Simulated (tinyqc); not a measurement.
UHF in the 6-31g basis, for H4, spin multiplicity 3, step by step (part 1 of 3). This run ends on a higher stationary point, not on the lowest solution. Computed by tinyqc, a small Python program that keeps every step (integrals from PySCF). Settings: charge = 0, multiplicity = 3, basis = 6-31g, energy threshold = 1e-09, iteration cap = 77, orthogonalisation = canonical, start = atomic densities, DIIS depth = 6, damping = 0.7, method = UHF. Command: `OMP_NUM_THREADS=1 python tinyqc.py 28625 28626 out.jsonl` (the two numbers bound the seeds that draw the settings). One thread of a shared host (Intel(R) Xeon(R) Processor @ 2.60GHz), about 0.2 s of CPU time with the checks. Later iterations appear only in the table of the cycle.

## One-electron integrals

Geometry (angstrom):
```
atom        x        y        z
H     0.00000  0.00000  0.00000
H     0.00000  0.00000  0.88100
H     0.00000  2.25000  0.00000
H     0.00000  2.25000  0.88100
```

Basis 6-31g: exponents (1/bohr^2) and contraction coefficients of normalised primitives:
```
element  l (shell)  exponent  coefficient
H            s (1)  18.73114      0.03349
H            s (1)   2.82539      0.23473
H            s (1)   0.64012      0.81376
H            s (2)   0.16128      1.00000
```

Overlap, kinetic and nuclear-attraction integrals over the contracted functions; the nuclear repulsion is the sum of Za Zb / Rab.

nuclear repulsion = 2.1096905 hartree

overlap S, order 1H 1s, 1H 2s, 2H 1s, 2H 2s, 3H 1s, 3H 2s, 4H 1s, 4H 2s:
```
[[1.00000, 0.65829, 0.33741, 0.45730, 0.00205, 0.06158, 0.00084, 0.04288],
 [0.65829, 1.00000, 0.45730, 0.79971, 0.06158, 0.23274, 0.04288, 0.18612],
 [0.33741, 0.45730, 1.00000, 0.65829, 0.00084, 0.04288, 0.00205, 0.06158],
 [0.45730, 0.79971, 0.65829, 1.00000, 0.04288, 0.18612, 0.06158, 0.23274],
 [0.00205, 0.06158, 0.00084, 0.04288, 1.00000, 0.65829, 0.33741, 0.45730],
 [0.06158, 0.23274, 0.04288, 0.18612, 0.65829, 1.00000, 0.45730, 0.79971],
 [0.00084, 0.04288, 0.00205, 0.06158, 0.33741, 0.45730, 1.00000, 0.65829],
 [0.04288, 0.18612, 0.06158, 0.23274, 0.45730, 0.79971, 0.65829, 1.00000]]
```

kinetic energy T (hartree), order 1H 1s, 1H 2s, 2H 1s, 2H 2s, 3H 1s, 3H 2s, 4H 1s, 4H 2s:
```
[[1.39568, 0.25974, 0.10212, 0.13633, -0.00575, -0.01396, -0.00282, -0.01374],
 [0.25974, 0.24192, 0.13633, 0.16464, -0.01396, 0.00158, -0.01374, -0.00544],
 [0.10212, 0.13633, 1.39568, 0.25974, -0.00282, -0.01374, -0.00575, -0.01396],
 [0.13633, 0.16464, 0.25974, 0.24192, -0.01374, -0.00544, -0.01396, 0.00158],
 [-0.00575, -0.01396, -0.00282, -0.01374, 1.39568, 0.25974, 0.10212, 0.13633],
 [-0.01396, 0.00158, -0.01374, -0.00544, 0.25974, 0.24192, 0.13633, 0.16464],
 [-0.00282, -0.01374, -0.00575, -0.01396, 0.10212, 0.13633, 1.39568, 0.25974],
 [-0.01374, -0.00544, -0.01396, 0.00158, 0.13633, 0.16464, 0.25974, 0.24192]]
```

nuclear attraction V (hartree), order 1H 1s, 1H 2s, 2H 1s, 2H 2s, 3H 1s, 3H 2s, 4H 1s, 4H 2s:
```
[[-2.70500, -1.42440, -0.86678, -1.01917, -0.00347, -0.12375, -0.00148, -0.08866],
 [-1.42440, -1.58668, -1.01917, -1.32246, -0.12375, -0.36694, -0.08866, -0.30434],
 [-0.86678, -1.01917, -2.70500, -1.42440, -0.00148, -0.08866, -0.00347, -0.12375],
 [-1.01917, -1.32246, -1.42440, -1.58668, -0.08866, -0.30434, -0.12375, -0.36694],
 [-0.00347, -0.12375, -0.00148, -0.08866, -2.70500, -1.42440, -0.86678, -1.01917],
 [-0.12375, -0.36694, -0.08866, -0.30434, -1.42440, -1.58668, -1.01917, -1.32246],
 [-0.00148, -0.08866, -0.00347, -0.12375, -0.86678, -1.01917, -2.70500, -1.42440],
 [-0.08866, -0.30434, -0.12375, -0.36694, -1.01917, -1.32246, -1.42440, -1.58668]]
```

core Hamiltonian H = T + V (hartree), order 1H 1s, 1H 2s, 2H 1s, 2H 2s, 3H 1s, 3H 2s, 4H 1s, 4H 2s:
```
[[-1.30932, -1.16467, -0.76466, -0.88284, -0.00922, -0.13771, -0.00430, -0.10240],
 [-1.16467, -1.34476, -0.88284, -1.15782, -0.13771, -0.36536, -0.10240, -0.30979],
 [-0.76466, -0.88284, -1.30932, -1.16467, -0.00430, -0.10240, -0.00922, -0.13771],
 [-0.88284, -1.15782, -1.16467, -1.34476, -0.10240, -0.30979, -0.13771, -0.36536],
 [-0.00922, -0.13771, -0.00430, -0.10240, -1.30932, -1.16467, -0.76466, -0.88284],
 [-0.13771, -0.36536, -0.10240, -0.30979, -1.16467, -1.34476, -0.88284, -1.15782],
 [-0.00430, -0.10240, -0.00922, -0.13771, -0.76466, -0.88284, -1.30932, -1.16467],
 [-0.10240, -0.30979, -0.13771, -0.36536, -0.88284, -1.15782, -1.16467, -1.34476]]
```

## Two-electron integrals

Functions are numbered as in S; the eight-fold symmetry (ij|kl) = (ji|kl) = (kl|ij) leaves the list below.

Two-electron integrals (ij|kl) in chemists' order, unique and non-zero (hartree):
```
(11|11) 1.07657    (21|11) 0.57847    (21|21) 0.32942    (22|11) 0.58740
(22|21) 0.36130    (22|22) 0.45315    (31|11) 0.28680    (31|21) 0.16530
(31|22) 0.18381    (31|31) 0.10771    (32|11) 0.28643    (32|21) 0.17619
(32|22) 0.21829    (32|31) 0.12228    (32|32) 0.15790    (33|11) 0.57925
(33|21) 0.36527    (33|22) 0.46805    (33|31) 0.28680    (33|32) 0.39352
(33|33) 1.07657    (41|11) 0.39352    (41|21) 0.22518    (41|22) 0.24887
(41|31) 0.12228    (41|32) 0.13363    (41|33) 0.28643    (41|41) 0.15790
(42|11) 0.44184    (42|21) 0.27383    (42|22) 0.34933    (42|31) 0.15581
(42|32) 0.19604    (42|33) 0.44184    (42|41) 0.19604    (42|42) 0.28980
(43|11) 0.36527    (43|21) 0.22922    (43|22) 0.29553    (43|31) 0.16530
(43|32) 0.22518    (43|33) 0.57847    (43|41) 0.17619    (43|42) 0.27383
(43|43) 0.32942    (44|11) 0.46805    (44|21) 0.29553    (44|22) 0.39380
(44|31) 0.18381    (44|32) 0.24887    (44|33) 0.58740    (44|41) 0.21829
(44|42) 0.34933    (44|43) 0.36130    (44|44) 0.45315    (51|11) 0.00096
(51|21) 0.00062    (51|22) 0.00084    (51|31) 0.00030    (51|32) 0.00037
(51|33) 0.00076    (51|41) 0.00042    (51|42) 0.00065    (51|43) 0.00050
(51|44) 0.00072    (51|51) 3.79e-06   (52|11) 0.01791    (52|21) 0.01177
(52|22) 0.01756    (52|31) 0.00586    (52|32) 0.00761    (52|33) 0.01612
(52|41) 0.00814    (52|42) 0.01369    (52|43) 0.01060    (52|44) 0.01596
(52|51) 0.00008    (52|52) 0.00278    (53|11) 0.00037    (53|21) 0.00024
(53|22) 0.00033    (53|31) 0.00013    (53|32) 0.00017    (53|33) 0.00037
(53|41) 0.00017    (53|42) 0.00028    (53|43) 0.00024    (53|44) 0.00033
(53|51) 1.35e-06   (53|52) 2.93e-05   (53|53) 6.38e-07   (54|11) 0.01242
(54|21) 0.00817    (54|22) 0.01219    (54|31) 0.00416    (54|32) 0.00546
(54|33) 0.01162    (54|41) 0.00570    (54|42) 0.00969    (54|43) 0.00765
(54|44) 0.01148    (54|51) 0.00005    (54|52) 0.00191    (54|53) 2.15e-05
(54|54) 0.00135    (55|11) 0.23519    (55|21) 0.15482    (55|22) 0.23475
(55|31) 0.07778    (55|32) 0.10246    (55|33) 0.21900    (55|41) 0.10725
(55|42) 0.18430    (55|43) 0.14417    (55|44) 0.21882    (55|51) 0.00096
(55|52) 0.04739    (55|53) 0.00037    (55|54) 0.03236    (55|55) 1.07657
(61|11) 0.04739    (61|21) 0.02780    (61|22) 0.03199    (61|31) 0.01385
(61|32) 0.01525    (61|33) 0.03155    (61|41) 0.01903    (61|42) 0.02431
(61|43) 0.02000    (61|44) 0.02642    (61|51) 0.00008    (61|52) 0.00142
(61|53) 2.93e-05   (61|54) 0.00098    (61|55) 0.01791    (61|61) 0.00278
(62|11) 0.09655    (62|21) 0.06167    (62|22) 0.08460    (62|31) 0.03097
(62|32) 0.03865    (62|33) 0.08211    (62|41) 0.04258    (62|42) 0.06565
(62|43) 0.05311    (62|44) 0.07541    (62|51) 0.00027    (62|52) 0.00686
(62|53) 0.00011    (62|54) 0.00474    (62|55) 0.09655    (62|61) 0.00686
(62|62) 0.02455    (63|11) 0.02454    (63|21) 0.01531    (63|22) 0.01953
(63|31) 0.01022    (63|32) 0.01337    (63|33) 0.03236    (63|41) 0.01153
(63|42) 0.01743    (63|43) 0.01906    (63|44) 0.02209    (63|51) 4.40e-05
(63|52) 0.00089    (63|53) 2.15e-05   (63|54) 0.00065    (63|55) 0.01162
(63|61) 0.00153    (63|62) 0.00424    (63|63) 0.00135    (64|11) 0.07391
(64|21) 0.04739    (64|22) 0.06565    (64|31) 0.02583    (64|32) 0.03368
(64|33) 0.07391    (64|41) 0.03368    (64|42) 0.05410    (64|43) 0.04739
(64|44) 0.06565    (64|51) 0.00021    (64|52) 0.00523    (64|53) 0.00009
(64|54) 0.00375    (64|55) 0.07391    (64|61) 0.00523    (64|62) 0.01892
(64|63) 0.00375    (64|64) 0.01570    (65|11) 0.15482    (65|21) 0.10191
(65|22) 0.15426    (65|31) 0.05120    (65|32) 0.06744    (65|33) 0.14417
(65|41) 0.07060    (65|42) 0.12114    (65|43) 0.09490    (65|44) 0.14391
(65|51) 0.00062    (65|52) 0.02780    (65|53) 0.00024    (65|54) 0.01906
(65|55) 0.57847    (65|61) 0.01177    (65|62) 0.06167    (65|63) 0.00765
(65|64) 0.04739    (65|65) 0.32942    (66|11) 0.23475    (66|21) 0.15426
(66|22) 0.23149    (66|31) 0.07765    (66|32) 0.10222    (66|33) 0.21882
(66|41) 0.10687    (66|42) 0.18202    (66|43) 0.14391    (66|44) 0.21692
(66|51) 0.00084    (66|52) 0.03199    (66|53) 0.00033    (66|54) 0.02209
(66|55) 0.58740    (66|61) 0.01756    (66|62) 0.08460    (66|63) 0.01148
(66|64) 0.06565    (66|65) 0.36130    (66|66) 0.45315    (71|11) 0.00037
(71|21) 0.00024    (71|22) 0.00033    (71|31) 0.00013    (71|32) 0.00017
(71|33) 0.00037    (71|41) 0.00017    (71|42) 0.00028    (71|43) 0.00024
(71|44) 0.00033    (71|51) 1.35e-06   (71|52) 2.93e-05   (71|53) 6.38e-07
(71|54) 2.15e-05   (71|55) 0.00037    (71|61) 2.93e-05   (71|62) 0.00011
(71|63) 2.15e-05   (71|64) 0.00009    (71|65) 0.00024    (71|66) 0.00033
(71|71) 6.38e-07   (72|11) 0.01162    (72|21) 0.00765    (72|22) 0.01148
(72|31) 0.00416    (72|32) 0.00570    (72|33) 0.01242    (72|41) 0.00546
(72|42) 0.00969    (72|43) 0.00817    (72|44) 0.01219    (72|51) 4.40e-05
(72|52) 0.00153    (72|53) 2.15e-05   (72|54) 0.00116    (72|55) 0.02454
(72|61) 0.00089    (72|62) 0.00424    (72|63) 0.00069    (72|64) 0.00375
(72|65) 0.01531    (72|66) 0.01953    (72|71) 2.15e-05   (72|72) 0.00135
(73|11) 0.00076    (73|21) 0.00050    (73|22) 0.00072    (73|31) 0.00030
(73|32) 0.00042    (73|33) 0.00096    (73|41) 0.00037    (73|42) 0.00065
(73|43) 0.00062    (73|44) 0.00084    (73|51) 2.37e-06   (73|52) 0.00006
(73|53) 1.35e-06   (73|54) 4.40e-05   (73|55) 0.00076    (73|61) 0.00006
(73|62) 0.00022    (73|63) 0.00005    (73|64) 0.00021    (73|65) 0.00050
(73|66) 0.00072    (73|71) 1.35e-06   (73|72) 0.00005    (73|73) 3.79e-06
(74|11) 0.01612    (74|21) 0.01060    (74|22) 0.01596    (74|31) 0.00586
(74|32) 0.00814    (74|33) 0.01791    (74|41) 0.00761    (74|42) 0.01369
(74|43) 0.01177    (74|44) 0.01756    (74|51) 0.00006    (74|52) 0.00198
(74|53) 2.93e-05   (74|54) 0.00153    (74|55) 0.03155    (74|61) 0.00121
(74|62) 0.00575    (74|63) 0.00098    (74|64) 0.00523    (74|65) 0.02000
(74|66) 0.02642    (74|71) 2.93e-05   (74|72) 0.00191    (74|73) 0.00008
(74|74) 0.00278    (75|11) 0.07778    (75|21) 0.05120    (75|22) 0.07765
(75|31) 0.02670    (75|32) 0.03596    (75|33) 0.07778    (75|41) 0.03596
(75|42) 0.06324    (75|43) 0.05120    (75|44) 0.07765    (75|51) 0.00030
(75|52) 0.01385    (75|53) 0.00013    (75|54) 0.01022    (75|55) 0.28680
(75|61) 0.00586    (75|62) 0.03097    (75|63) 0.00416    (75|64) 0.02583
(75|65) 0.16530    (75|66) 0.18381    (75|71) 0.00013    (75|72) 0.01022
(75|73) 0.00030    (75|74) 0.01385    (75|75) 0.10771    (76|11) 0.10246
(76|21) 0.06744    (76|22) 0.10222    (76|31) 0.03596    (76|32) 0.04916
(76|33) 0.10725    (76|41) 0.04774    (76|42) 0.08506    (76|43) 0.07060
(76|44) 0.10687    (76|51) 0.00037    (76|52) 0.01525    (76|53) 0.00017
(76|54) 0.01153    (76|55) 0.28643    (76|61) 0.00761    (76|62) 0.03865
(76|63) 0.00570    (76|64) 0.03368    (76|65) 0.17619    (76|66) 0.21829
(76|71) 0.00017    (76|72) 0.01337    (76|73) 0.00042    (76|74) 0.01903
(76|75) 0.12228    (76|76) 0.15790    (77|11) 0.21900    (77|21) 0.14417
(77|22) 0.21882    (77|31) 0.07778    (77|32) 0.10725    (77|33) 0.23519
(77|41) 0.10246    (77|42) 0.18430    (77|43) 0.15482    (77|44) 0.23475
(77|51) 0.00076    (77|52) 0.03155    (77|53) 0.00037    (77|54) 0.02454
(77|55) 0.57925    (77|61) 0.01612    (77|62) 0.08211    (77|63) 0.01242
(77|64) 0.07391    (77|65) 0.36527    (77|66) 0.46805    (77|71) 0.00037
(77|72) 0.03236    (77|73) 0.00096    (77|74) 0.04739    (77|75) 0.28680
(77|76) 0.39352    (77|77) 1.07657    (81|11) 0.03236    (81|21) 0.01906
(81|22) 0.02209    (81|31) 0.01022    (81|32) 0.01153    (81|33) 0.02454
(81|41) 0.01337    (81|42) 0.01743    (81|43) 0.01531    (81|44) 0.01953
(81|51) 0.00005    (81|52) 0.00098    (81|53) 2.15e-05   (81|54) 0.00069
(81|55) 0.01242    (81|61) 0.00191    (81|62) 0.00474    (81|63) 0.00116
(81|64) 0.00375    (81|65) 0.00817    (81|66) 0.01219    (81|71) 2.15e-05
(81|72) 0.00065    (81|73) 4.40e-05   (81|74) 0.00089    (81|75) 0.00416
(81|76) 0.00546    (81|77) 0.01162    (81|81) 0.00135    (82|11) 0.07391
(82|21) 0.04739    (82|22) 0.06565    (82|31) 0.02583    (82|32) 0.03368
(82|33) 0.07391    (82|41) 0.03368    (82|42) 0.05410    (82|43) 0.04739
(82|44) 0.06565    (82|51) 0.00021    (82|52) 0.00523    (82|53) 0.00009
(82|54) 0.00375    (82|55) 0.07391    (82|61) 0.00523    (82|62) 0.01892
(82|63) 0.00375    (82|64) 0.01570    (82|65) 0.04739    (82|66) 0.06565
(82|71) 0.00009    (82|72) 0.00375    (82|73) 0.00021    (82|74) 0.00523
(82|75) 0.02583    (82|76) 0.03368    (82|77) 0.07391    (82|81) 0.00375
(82|82) 0.01570    (83|11) 0.03155    (83|21) 0.02000    (83|22) 0.02642
(83|31) 0.01385    (83|32) 0.01903    (83|33) 0.04739    (83|41) 0.01525
(83|42) 0.02431    (83|43) 0.02780    (83|44) 0.03199    (83|51) 0.00006
(83|52) 0.00121    (83|53) 2.93e-05   (83|54) 0.00089    (83|55) 0.01612
(83|61) 0.00198    (83|62) 0.00575    (83|63) 0.00191    (83|64) 0.00523
(83|65) 0.01060    (83|66) 0.01596    (83|71) 2.93e-05   (83|72) 0.00098
(83|73) 0.00008    (83|74) 0.00142    (83|75) 0.00586    (83|76) 0.00814
(83|77) 0.01791    (83|81) 0.00153    (83|82) 0.00523    (83|83) 0.00278
(84|11) 0.08211    (84|21) 0.05311    (84|22) 0.07541    (84|31) 0.03097
(84|32) 0.04258    (84|33) 0.09655    (84|41) 0.03865    (84|42) 0.06565
(84|43) 0.06167    (84|44) 0.08460    (84|51) 0.00022    (84|52) 0.00575
(84|53) 0.00011    (84|54) 0.00424    (84|55) 0.08211    (84|61) 0.00575
(84|62) 0.02133    (84|63) 0.00474    (84|64) 0.01892    (84|65) 0.05311
(84|66) 0.07541    (84|71) 0.00011    (84|72) 0.00474    (84|73) 0.00027
(84|74) 0.00686    (84|75) 0.03097    (84|76) 0.04258    (84|77) 0.09655
(84|81) 0.00424    (84|82) 0.01892    (84|83) 0.00686    (84|84) 0.02455
(85|11) 0.10725    (85|21) 0.07060    (85|22) 0.10687    (85|31) 0.03596
(85|32) 0.04774    (85|33) 0.10246    (85|41) 0.04916    (85|42) 0.08506
(85|43) 0.06744    (85|44) 0.10222    (85|51) 0.00042    (85|52) 0.01903
(85|53) 0.00017    (85|54) 0.01337    (85|55) 0.39352    (85|61) 0.00814
(85|62) 0.04258    (85|63) 0.00546    (85|64) 0.03368    (85|65) 0.22518
(85|66) 0.24887    (85|71) 0.00017    (85|72) 0.01153    (85|73) 0.00037
(85|74) 0.01525    (85|75) 0.12228    (85|76) 0.13363    (85|77) 0.28643
(85|81) 0.00570    (85|82) 0.03368    (85|83) 0.00761    (85|84) 0.03865
(85|85) 0.15790    (86|11) 0.18430    (86|21) 0.12114    (86|22) 0.18202
(86|31) 0.06324    (86|32) 0.08506    (86|33) 0.18430    (86|41) 0.08506
(86|42) 0.14804    (86|43) 0.12114    (86|44) 0.18202    (86|51) 0.00065
(86|52) 0.02431    (86|53) 0.00028    (86|54) 0.01743    (86|55) 0.44184
(86|61) 0.01369    (86|62) 0.06565    (86|63) 0.00969    (86|64) 0.05410
(86|65) 0.27383    (86|66) 0.34933    (86|71) 0.00028    (86|72) 0.01743
(86|73) 0.00065    (86|74) 0.02431    (86|75) 0.15581    (86|76) 0.19604
(86|77) 0.44184    (86|81) 0.00969    (86|82) 0.05410    (86|83) 0.01369
(86|84) 0.06565    (86|85) 0.19604    (86|86) 0.28980    (87|11) 0.14417
(87|21) 0.09490    (87|22) 0.14391    (87|31) 0.05120    (87|32) 0.07060
(87|33) 0.15482    (87|41) 0.06744    (87|42) 0.12114    (87|43) 0.10191
(87|44) 0.15426    (87|51) 0.00050    (87|52) 0.02000    (87|53) 0.00024
(87|54) 0.01531    (87|55) 0.36527    (87|61) 0.01060    (87|62) 0.05311
(87|63) 0.00817    (87|64) 0.04739    (87|65) 0.22922    (87|66) 0.29553
(87|71) 0.00024    (87|72) 0.01906    (87|73) 0.00062    (87|74) 0.02780
(87|75) 0.16530    (87|76) 0.22518    (87|77) 0.57847    (87|81) 0.00765
(87|82) 0.04739    (87|83) 0.01177    (87|84) 0.06167    (87|85) 0.17619
(87|86) 0.27383    (87|87) 0.32942    (88|11) 0.21882    (88|21) 0.14391
(88|22) 0.21692    (88|31) 0.07765    (88|32) 0.10687    (88|33) 0.23475
(88|41) 0.10222    (88|42) 0.18202    (88|43) 0.15426    (88|44) 0.23149
(88|51) 0.00072    (88|52) 0.02642    (88|53) 0.00033    (88|54) 0.01953
(88|55) 0.46805    (88|61) 0.01596    (88|62) 0.07541    (88|63) 0.01219
(88|64) 0.06565    (88|65) 0.29553    (88|66) 0.39380    (88|71) 0.00033
(88|72) 0.02209    (88|73) 0.00084    (88|74) 0.03199    (88|75) 0.18381
(88|76) 0.24887    (88|77) 0.58740    (88|81) 0.01148    (88|82) 0.06565
(88|83) 0.01756    (88|84) 0.08460    (88|85) 0.21829    (88|86) 0.34933
(88|87) 0.36130    (88|88) 0.45315
```

## Orthogonalisation

S = U s U^T; canonical form X = U s^(-1/2), so that X^T S X = 1. Each column of U has its largest component positive (the first on a tie).

eigenvalues of S: [0.09500, 0.15251, 0.34629, 0.48276, 0.72005, 0.75820, 2.36907, 3.07612]

X, order 1H 1s, 1H 2s, 2H 1s, 2H 2s, 3H 1s, 3H 2s, 4H 1s, 4H 2s:
```
[[-0.49701, -0.50546, 0.60765, 0.58874, 0.56090, 0.52758, 0.22706, 0.16393],
 [1.54418, 1.17634, -0.59389, -0.41381, 0.18053, 0.22669, 0.23232, 0.23323],
 [0.49701, 0.50546, 0.60765, 0.58874, -0.56090, -0.52758, 0.22706, 0.16393],
 [-1.54418, -1.17634, -0.59389, -0.41381, -0.18053, -0.22669, 0.23232, 0.23323],
 [0.49701, -0.50546, -0.60765, 0.58874, -0.56090, 0.52758, -0.22706, 0.16393],
 [-1.54418, 1.17634, 0.59389, -0.41381, -0.18053, 0.22669, -0.23232, 0.23323],
 [-0.49701, 0.50546, -0.60765, 0.58874, 0.56090, -0.52758, -0.22706, 0.16393],
 [1.54418, -1.17634, 0.59389, -0.41381, 0.18053, -0.22669, -0.23232, 0.23323]]
```

## Starting guess

The start is atomic minimal-basis densities projected into this basis (PySCF's MINAO start) and scaled to the electron count of each spin; this density is not idempotent, so its energy is not variational and may lie below the converged one.

D(alpha) at the start, order 1H 1s, 1H 2s, 2H 1s, 2H 2s, 3H 1s, 3H 2s, 4H 1s, 4H 2s:
```
[[0.20507, 0.22186, -0.00435, 0.00209, -0.00369, 0.00244, -0.00241, 0.00154],
 [0.22186, 0.24054, 0.00209, 0.00989, 0.00244, 0.00989, 0.00154, 0.00659],
 [-0.00435, 0.00209, 0.20507, 0.22186, -0.00241, 0.00154, -0.00369, 0.00244],
 [0.00209, 0.00989, 0.22186, 0.24054, 0.00154, 0.00659, 0.00244, 0.00989],
 [-0.00369, 0.00244, -0.00241, 0.00154, 0.20507, 0.22186, -0.00435, 0.00209],
 [0.00244, 0.00989, 0.00154, 0.00659, 0.22186, 0.24054, 0.00209, 0.00989],
 [-0.00241, 0.00154, -0.00369, 0.00244, -0.00435, 0.00209, 0.20507, 0.22186],
 [0.00154, 0.00659, 0.00244, 0.00989, 0.00209, 0.00989, 0.22186, 0.24054]]
```

D(beta) at the start, order 1H 1s, 1H 2s, 2H 1s, 2H 2s, 3H 1s, 3H 2s, 4H 1s, 4H 2s:
```
[[0.06836, 0.07395, -0.00145, 0.00070, -0.00123, 0.00081, -0.00080, 0.00051],
 [0.07395, 0.08018, 0.00070, 0.00330, 0.00081, 0.00330, 0.00051, 0.00220],
 [-0.00145, 0.00070, 0.06836, 0.07395, -0.00080, 0.00051, -0.00123, 0.00081],
 [0.00070, 0.00330, 0.07395, 0.08018, 0.00051, 0.00220, 0.00081, 0.00330],
 [-0.00123, 0.00081, -0.00080, 0.00051, 0.06836, 0.07395, -0.00145, 0.00070],
 [0.00081, 0.00330, 0.00051, 0.00220, 0.07395, 0.08018, 0.00070, 0.00330],
 [-0.00080, 0.00051, -0.00123, 0.00081, -0.00145, 0.00070, 0.06836, 0.07395],
 [0.00051, 0.00220, 0.00081, 0.00330, 0.00070, 0.00330, 0.07395, 0.08018]]
```
